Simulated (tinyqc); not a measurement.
Inside a calculation. Model: carrier lifetime of a p-type layer with SRH, radiative, Auger and surface recombination.

Numbers from tinyqc (`OMP_NUM_THREADS=1 python tinyqc.py 2300057 2300058 out.jsonl`; about 0.01 s on one thread of a shared Intel Xeon 2.30GHz). Printed values are rounded.

Uniform excess density dn = dp (no trapping), n = n0 + dn, p = p0 + dn, Boltzmann statistics, full ionisation. Surfaces enter as a rate 2 S dn/d, which holds while diffusion to them is fast.

Values chosen for this exercise; band and dielectric values close to those of indium phosphide: temperature T = 250 K; band gap Eg = 1.36 eV; conduction-band density of states at T Nc = 4.42e17 cm^-3; valence-band density of states at T Nv = 8.52e18 cm^-3; radiative coefficient B = 1.18e-10 cm^3/s; acceptor density N = 2e14 cm^-3; Auger coefficient (two electrons) Cn = 2.1e-30 cm^6/s; Auger coefficient (two holes) Cp = 1.1e-30 cm^6/s; trap density Nt = 3.4e11 cm^-3; capture cross-section for electrons sn = 5e-17 cm^2; capture cross-section for holes sp = 3e-16 cm^2; thermal velocity (both carriers) vth = 2.1e7 cm/s; trap level below the conduction band Et = 0.92 eV; surface recombination velocity (both faces) S = 3 cm/s; sample thickness d = 10 um; generation rate G = 1.7e18 cm^-3 s^-1.

Constants: q = 1.602176634e-19 C, kB = 1.380649e-23 J/K, Vt = kB T/q. Results are converted to the units shown.

## Equilibrium densities and SRH constants

ni = sqrt(Nc Nv) exp(-Eg/(2 Vt)), Eg in volts; majority density N/2 + sqrt(N^2/4 + ni^2), n0 p0 = ni^2; n1 = Nc exp(-Et/Vt), p1 = Nv exp((Et - Eg)/Vt); tn0 = 1/(sn vth Nt), tp0 = 1/(sp vth Nt).

ni = 37995.7 cm^-3
n0 = 7.21836e-6 cm^-3
p0 = 2e14 cm^-3
n1 = 0.125614 cm^-3
p1 = 1.14929e10 cm^-3
tn0 = 0.00280112 s
tp0 = 4.66853e-4 s

## Starting value

dn = 2e12 cm^-3.

dn at the start = 2e12 cm^-3

## Iteration 1: new dn

With e = n p - ni^2 = dn (n0 + p0 + dn): U_SRH = e/(tp0 (n + n1) + tn0 (p + p1)), U_rad = B e, U_Aug = (Cn n + Cp p) e, U_s = 2 S dn/d. Newton step on ln U(ln dn) = ln G, U the sum: k = d ln U/d ln dn (central difference over factors 1.0001), dn(new) = dn (G/U)^(1/k).

U_SRH = 7.12783e14 cm^-3 s^-1
U_rad = 4.76720e16 cm^-3 s^-1
U_Aug = 9.14656e10 cm^-3 s^-1
U_s = 1.2e16 cm^-3 s^-1
k = 1.00780
dn after iteration 1 = 5.48701e13 cm^-3

## Iteration 2: new dn

As before.

U_SRH = 1.89093e16 cm^-3 s^-1
U_rad = 1.65020e18 cm^-3 s^-1
U_Aug = 5.53215e12 cm^-3 s^-1
U_s = 3.29221e17 cm^-3 s^-1
k = 1.17753
dn after iteration 2 = 4.78302e13 cm^-3

## Iteration 3: new dn

As before.

U_SRH = 1.65425e16 cm^-3 s^-1
U_rad = 1.39875e18 cm^-3 s^-1
U_Aug = 4.42213e12 cm^-3 s^-1
U_s = 2.86981e17 cm^-3 s^-1
k = 1.15834
dn after iteration 3 = 4.77751e13 cm^-3

## Course of the iteration

Stop when the step is below 1e-10 of the value, or after 40 iterations.

Course of the iteration:
```
iteration  dn before the step (cm^-3)  step (cm^-3)
1                                2e12       5.29e13
2                          5.48701e13      -7.04e12
3                          4.78302e13      -5.52e10
4                          4.77751e13       -3.67e6
5                          4.77751e13         < 1e1
```

Converged in 5 iterations.

## Lifetime, shares and quasi-Fermi splitting

converged dn = 4.77751e13 cm^-3

With e = n p - ni^2 = dn (n0 + p0 + dn): U_SRH = e/(tp0 (n + n1) + tn0 (p + p1)), U_rad = B e, U_Aug = (Cn n + Cp p) e, U_s = 2 S dn/d. tau = dn/U, shares of U, splitting Vt ln(n p/ni^2), radiative efficiency U_rad/U.

tau = 2.81030e-5 s
shares (%): SRH 0.9720, radiative 82.1660, Auger 0.0003, surface 16.8618
quasi-Fermi splitting = 0.938225 V

Radiative recombination takes the largest share. dn is 0.24 times the doping: intermediate injection.
